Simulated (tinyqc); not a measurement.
# Joule-heated wire on a substrate, fin equation: several studies

A wire of length L loses heat along itself to two contacts and sideways to the substrate: kap A theta'' - g theta + p = 0 with theta = T - T0 and p = p0. The ends are held at T0. Constant conductivity, diffusive heat flow.

Parameters, values chosen for the exercise: conductivity along the wire kap = 120 W/(m K); cross-section A = 1300 nm^2; conductance per length to the substrate g = 2.1 W/(m K); length between the contacts L = 1000 nm; thermal resistance of each contact Rc = 0 K/uW; heating per length p0 = 0.37 uW/nm.

Each table varies one quantity; the others keep the values above.

## Effect of the length between the contacts

The equation is solved on 800 equal steps and the peak is the largest node value. LH = sqrt(kap A/g); the share is the integral of g theta over that of p.

The same in every row: LH (nm) = 272.6.

Effect of the length between the contacts:
```
L (nm),L/LH,peak theta (K),peak/(p0/g),share to the substrate (%)
140,0.5137,5.655,0.03210,2.142
220,0.8072,13.44,0.07626,5.098
350,1.284,30.98,0.1758,11.80
570,2.091,65.96,0.3744,25.40
910,3.339,112.1,0.6362,44.20
1500,5.503,153.8,0.8729,63.95
2400,8.806,171.9,0.9755,77.29
3800,13.94,175.9,0.9981,85.65
```

What does the table show?

As L goes from 140 to 3800 nm, the peak theta rises from 5.66 to 176 K and the share of heat to the substrate rises from 2.14 to 85.7 %; L/LH goes from 0.51 to 14. Where L/LH is smallest the peak reaches 0.032 of p0/g, where it is largest 1.0: contacts cool the wire only within a few healing lengths.

## Effect of the conductance per length to the substrate

Same model as above.

Results:
```
g (W/(m K)),LH (nm),L/LH,peak theta (K),peak/(p0/g),share to the substrate (%)
0.21,861.9,1.160,259.9,0.1475,9.889
0.97,401.0,2.494,178.9,0.4690,32.03
2.1,272.6,3.669,121.3,0.6886,48.20
4.5,186.2,5.371,71.06,0.8642,63.11
9.7,126.8,7.885,36.67,0.9612,74.66
21,86.19,11.60,17.51,0.9940,82.76
```

Estimate the missing row, g = 0.45 W/(m K).

Computed row:
```
g (W/(m K)),LH (nm),L/LH,peak theta (K),peak/(p0/g),share to the substrate (%)
0.45,588.8,1.698,227.6,0.2768,18.67
```

With this row back in the table: As g goes from 0.21 to 21 W/(m K), the peak theta falls from 260 to 17.5 K and the share of heat to the substrate rises from 9.89 to 82.8 %; L/LH goes from 1.2 to 12. Where L/LH is smallest the peak reaches 0.15 of p0/g, where it is largest 0.99: contacts cool the wire only within a few healing lengths. For g = 0.21 to 0.45 W/(m K) the rise passes 200 K, so constant kap and g are doubtful.

## Effect of the cross-section

Same model as above.

Results:
```
A (nm^2),LH (nm),L/LH,peak theta (K),peak/(p0/g),share to the substrate (%)
160,95.62,10.46,174.3,0.9893,80.88
330,137.3,7.282,167.0,0.9476,72.57
650,192.7,5.189,150.0,0.8514,61.88
1300,272.6,3.669,121.3,0.6886,48.20
2600,385.4,2.594,86.58,0.4914,33.63
10000,755.9,1.323,32.58,0.1849,12.42
```

Estimate the missing row, A = 5200 nm^2.

Computed row:
```
A (nm^2),LH (nm),L/LH,peak theta (K),peak/(p0/g),share to the substrate (%)
5200,545.1,1.834,54.76,0.3108,21.00
```

With this row back in the table: As A goes from 160 to 10000 nm^2, the peak theta falls from 174 to 32.6 K and the share of heat to the substrate falls from 80.9 to 12.4 %; L/LH goes from 10 to 1.3. Where L/LH is smallest the peak reaches 0.18 of p0/g, where it is largest 0.99: contacts cool the wire only within a few healing lengths.

Computed by the program tinyqc: `OMP_NUM_THREADS=1 python tinyqc.py 2520040 2520041 out.jsonl`, one thread of a shared Intel Xeon 2.30GHz, about 0.01 s for the whole run.
